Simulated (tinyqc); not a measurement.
Doping: the thermoelectric optimum: Boltzmann transport in a parabolic band with a power-law relaxation time.

F_j(eta) = (1/Gamma(j + 1)) integral_0^infinity x^j dx/(1 + exp(x - eta)), which tends to exp(eta) for eta << 0.

n = N F_1/2(eta) with N = 2 (m kB T/(4 pi c))^(3/2) with c = hbar^2/2m0, in 1/angstrom^3; times 1e24 for 1/cm^3, m = md.

tau = tau0 x^r with x = E/kT. With K_j = Gamma(j + 1) F_j(eta): <tau> = tau0 (r + 3/2) K_(r+1/2)/((3/2) K_(1/2)); mu = <tau>/(mc m0/e), m0/e = 5.685630e-12 kg/C; Hall factor rH = (3/2) K_(1/2) (2r + 3/2) K_(2r+1/2)/((r + 3/2) K_(r+1/2))^2; Seebeck S = -(kB/e) [(r + 5/2) K_(r+3/2)/((r + 3/2) K_(r+1/2)) - eta]; Lorenz number L = (kB/e)^2 [(r + 7/2) K_(r+5/2)/((r + 3/2) K_(r+1/2)) - ((r + 5/2) K_(r+3/2)/((r + 3/2) K_(r+1/2)))^2]; kB/e in V/K. Valley anisotropy is left out of rH.

Constants: hbar^2/2m0 = 3.80998211 eV angstrom^2; kB = 8.617333262e-05 eV/K.

Values chosen for the exercise (masses near those of Ge; tau0 is set for a mobility of the usual size at this n, kL is a free input; freeze-out and phonon drag, which matter near 77 K, are left out; shifted at random, so the results belong to these values and not to a real crystal): md = 0.554 m0 (density-of-states mass); mc = 0.1194 m0 (conductivity mass); tau0 = 16 fs (tau at E = kT); r = 0 (exponent of tau); T = 300 K; kL = 1.7 W/(m K) (lattice thermal conductivity).

tau0 is held fixed. sigma = e n mu with e = 1.602176634e-19 C; ZT = S^2 sigma T/(kL + L sigma T).

Results:
```
n (1/cm^3)    eta  mu (cm^2/(V s))  sigma (S/cm)     rH  S (microvolt/K)  L (1e-8)  S^2 sigma (mW/(m K^2))     ZT
1.0e+17     -4.64              236          3.78  1.000             -615     1.857                   0.143  0.025
3.0e+17     -3.53              236          11.3  1.000             -521     1.859                   0.307  0.054
1.0e+18     -2.30              236          37.8  1.000             -418     1.864                   0.658   0.11
3.0e+18     -1.14              236           113  1.000             -324     1.880                    1.19   0.20
6.0e+18     -0.34              236           227  1.000             -267     1.902                    1.61   0.26
1.0e+19      0.30              236           378  1.000             -225     1.929                    1.92   0.30
3.0e+19      2.05              236      1.13e+03  1.000             -144     2.042                    2.34   0.29
5.0e+19      3.18              236      1.89e+03  1.000             -111     2.123                    2.32   0.24
1.0e+20      5.33              236      3.78e+03  1.000              -74     2.245                    2.09   0.15
3.0e+20     11.34              236      1.13e+04  1.000              -37     2.382                    1.55  0.047
```

|S| falls by 198 microvolt/K from the first to the third row (198 a decade in the non-degenerate range; holes, which count near the intrinsic density, and non-parabolicity are left out). The power factor peaks at 3e+19 1/cm^3 of those listed (eta = 2.05, S = -144); ZT is largest at 1e+19 1/cm^3 (eta = 0.30). With a constant tau, mu does not depend on n and rH is 1. A real tau0 would fall with doping.

Computed by tinyqc, a small Python program: `OMP_NUM_THREADS=1 python tinyqc.py 1652544 1652545 out.jsonl` (the numbers bound the seed that draws the inputs); one thread of a shared host (Intel(R) Xeon(R) Processor @ 2.30GHz), about 0.01 s for the whole set of steps.
